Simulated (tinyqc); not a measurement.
# One level from two frequencies

Inverse problem. A single interface trap level in an MOS capacitor has the conductance Gp/w = Cit w tau/(1 + w^2 tau^2), w = 2 pi f. Find tau and Cit.

Gp/w at f = 240 and 1800 Hz (nF/cm^2): 26.126862  22.220252

Solution. w/(Gp/w) = 1/(Cit tau) + (tau/Cit) w^2 is linear in w^2; the two coefficients give tau and Cit.

tau = 2.692e-4 s
Cit = 74.96 nF/cm^2

Program tinyqc, `OMP_NUM_THREADS=1 python tinyqc.py 2030002 2030003 out.jsonl`; Intel Xeon 2.30GHz, shared host, one thread, about 0.01 s.
